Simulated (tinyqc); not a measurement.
Hole mobility in a silicon inversion layer, empirical terms and Matthiessen rule: two steps of the calculation.

Inversion layer of sheet density Ns on a uniformly doped body. The mobility terms are empirical power laws with prefactors chosen for the exercise; adding their inverses (Matthiessen) is itself an approximation.

Parameters, values chosen for the exercise; material values close to those of silicon:
- T = 400 K (temperature)
- Eg = 1.1 eV (band gap)
- eps_r = 11.7 (relative permittivity of the semiconductor)
- Nc = 4.28e19 cm^-3 (conduction-band density of states at T)
- Nv = 4.03e19 cm^-3 (valence-band density of states at T)
- Nb = 2.4e18 cm^-3 (body doping)
- Vsb = 0 V (reverse body bias)
- eta = 0.3333 (weight of the inversion charge in the effective field)
- Cox = 1.14 uF/cm^2 (gate capacitance)
- Ns = 6.7e11 cm^-2 (inversion density)
- WL = 20 (ratio W/L)
- Vd = 0.01 V (drain voltage)

Constants: q = 1.602176634e-19 C, kB = 1.380649e-23 J/K, Vt = kB T/q, eps0 = 8.8541878128e-14 F/cm where lengths are in cm. Results are converted to the units shown.

Problem 1. Depletion charge and effective field. ni = sqrt(Nc Nv) exp(-Eg/(2 Vt)), Eg in volts; Ndep = sqrt(2 eps0 eps_r Nb (2 Vt ln(Nb/ni) + Vsb)/q); E = q (Ndep + eta Ns)/(eps0 eps_r), in MV/cm.

Find: ni; Ndep; E.

Solution 1.

ni = 4.883e12 cm^-3
Ndep = 5.295e12 cm^-2
E = 0.8535 MV/cm

The depletion charge gives 96.0 % of the field.

Problem 2. Split C-V extraction. Q(Vg) is the trapezoid sum of Cgc from the first point (where Q is taken as 0); mu_eff = I/((W/L) Q Vd); mu_FE = (dI/dVg)/((W/L) Cox Vd) with a backward difference. Listed from point 4 on.

```
point	Vg (V)	Cgc (uF/cm^2)	I (uA)
0	0	9.0509953e-4	1.1697340e-7
1	0.1	0.0089858766	1.1589699e-5
2	0.2	0.083898478	0.0010618699
3	0.3	0.50466759	0.054719833
4	0.4	1.0125197	0.55566542
5	0.5	1.1258240	1.6024487
6	0.6	1.1385662	2.8488300
7	0.7	1.1398564	4.1472367
8	0.8	1.1399856	5.4495531
9	0.9	1.1399986	6.7364847
10	1	1.1399999	7.9992821
11	1.1	1.1400000	9.2339108
12	1.2	1.1400000	10.438688
```

Find: Q; mu_eff; mu_FE.

Solution 2.

```
point	Q (uC/cm^2)	mu_eff (cm^2/(V s))	mu_FE (cm^2/(V s))
4	0.11043	25.160	21.971
5	0.21734	36.864	45.912
6	0.33056	43.091	54.666
7	0.44448	46.652	56.948
8	0.55848	48.789	57.119
9	0.67248	50.087	56.444
10	0.78648	50.855	55.386
11	0.90048	51.272	54.150
12	1.0145	51.449	52.841
```

At the last point mu_FE is 2.7 % above mu_eff.

Program tinyqc, `OMP_NUM_THREADS=1 python tinyqc.py 2510023 2510024 out.jsonl`; Intel Xeon 2.30GHz, shared host, one thread, about 0.01 s.
